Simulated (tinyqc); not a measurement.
Worked calculation: shallow acceptor in the spherical four-band model. Values are carried at full precision from step to step, so a last printed digit may differ when a step is redone from the rounded ones.

Units Ry* = Ry/(g1 eps^2) and a* = a0 eps g1; mu = (6 g3 + 4 g2)/(5 g1) is the spherical heavy-light coupling and delta = (g3 - g2)/g1 the cubic term, which is left out.

Constants: Ry = 13.60569312 eV; a0 (Bohr radius) = 0.5291772105 angstrom.

Inputs chosen for the exercise (near those of a shallow acceptor in Si, where the small spin-orbit splitting and strong warping make this model rough; shifted at random, so the results belong to these values and not to a real crystal):
```
symbol  value          unit    meaning
g1      4.31                   Luttinger gamma1
g2      0.34                   gamma2
g3      1.44                   gamma3
eps     11.8                   dielectric constant
al      (0.425, 2.55)  1/a*^2  exponents a_i, the same for f and g
Dso     0.043          eV      spin-orbit splitting
```

## Units and couplings

Give Ry*, a*, mu, delta and the spherical masses 1/(g1 (1 -/+ mu)).

Ry* = 22.671 meV
a* = 26.91 angstrom
mu = 0.4640
delta = 0.2552

heavy and light mass (m0): [0.4329, 0.1585]

A hydrogen model with the heavy mass would bind by Ry*/(1 - mu) = 42.3 meV and with the light mass by 15.5 meV. delta/mu = 0.55: the cubic term is not small, so the spherical result is a first estimate.

## Matrices in a small basis

The ground state 1S3/2 has an L = 0 part f(r) and an L = 2 part g(r). In units of Ry* and a*, with Gaussians f_i = exp(-a_i r^2), g_i = r^2 exp(-a_i r^2), A = a_i + a_j and I(n) = Gamma((n + 1)/2)/(2 A^((n + 1)/2)): S_ff = I(2), S_gg = I(6), H_ff = (6 a_i a_j/A) I(2) - 2 I(1), H_gg = (14 a_i a_j/A) I(6) - 2 I(5), H_fg = -mu [15 I(2) - 20 a_j I(4) + 4 a_j^2 I(6)]; each function is then normalised. The split-off band is left out.

Form S and H.

S, rows f1, f2, g1, g2 and columns alike:
```
[[1.0000, 0.5855, 0, 0],
 [0.5855, 1.0000, 0, 0],
 [0, 0, 1.0000, 0.2868],
 [0, 0, 0.2868, 1.0000]]
```

H (Ry*), rows f1, f2, g1, g2 and columns alike:
```
[[-0.8056, -0.9993, -0.7638, -0.2190],
 [-0.9993, 2.5535, -1.3142, -4.5829],
 [-0.7638, -1.3142, 1.8653, 0.8672],
 [-0.2190, -4.5829, 0.8672, 15.1319]]
```

## Ground state in the small basis

Solve H u = E S u for the lowest level of the acceptor; the first half of the basis is L = 0 and the second L = 2. Give E, E without the f-g block, and the L = 2 weight u_g S_gg u_g with u S u = 1.

E = -1.178 Ry*
E without coupling = -0.875 Ry*
L = 2 weight = 0.090

Without the coupling the exact value is -1, which this basis, tuned to the compact coupled state, misses by 0.125. The coupling to L = 2 takes the level to 1.18 times that exact value.

## Converged result

Converged values use 22 exponents 2.2^i, i = -7 to 14, for f and for g.
Ground and next level of the same symmetry, L = 2 weight and mean radius.

1S3/2 and 2S3/2 (Ry*): [-1.246, -0.339]

binding energies (meV): [28.2, 7.7]

L = 2 weight = 0.094
<r> = 33.5 angstrom

The small basis reaches 95 % of the binding. The ratio 1S/2S is 3.67 (4 for hydrogen). The binding is 0.66 of Dso, so the split-off band, left out here, would deepen it noticeably.

## Checks

- Level at mu = 0 against -1 Ry*: both -1.0000.
- Ground level from a second, denser basis, Ry*: both -1.246.

(tinyqc, `OMP_NUM_THREADS=1 python tinyqc.py 1252604 1252605 out.jsonl`, Intel(R) Xeon(R) Processor @ 2.30GHz, 1 thread, shared host, about 0.05 s.)
